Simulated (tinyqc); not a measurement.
Tersoff bond-order potential: one step, computed by the program tinyqc.

E = (1/2) sum_(i, j != i) [A exp(-lambda r_ij) - b_ij B exp(-mu r_ij)], b_ij = (1 + (beta zeta_ij)^n)^(-1/(2n)), zeta_ij = sum_(k != i, j) g(theta_ijk), g = 1 + c^2/d^2 - c^2/(d^2 + (h - cos theta)^2), with theta at atom i. Only nearest neighbours count (cut-off function 1 for them, 0 beyond).

Problem. Unrelaxed vacancy. Each of the four neighbours loses one bond; its three other bonds now have zeta = 2 g, for the direction that starts at it. E_v = -E + 12 x (1/2)(b(3g) - b(2g)) B exp(-mu r), where -E is the pair-like cost.

Inputs (values chosen for the exercise, modelled on silicon):
```
quantity     value        unit
B           474.17          eV
mu          1.7322  1/angstrom
beta      1.05e-06           -
n           0.7925           -
```

zeta = 32407.06

energy per atom of the diamond lattice = -4.811754 eV

bond order b = 0.9589898

bond length = 2.333913 angstrom

Give: b(2g); unrelaxed vacancy energy E_v.

Solution.

b(2g) = 0.96982

unrelaxed vacancy energy E_v = 4.2709 eV

Stronger back bonds return 0.541 eV, so E_v is 89 % of the cohesive energy.
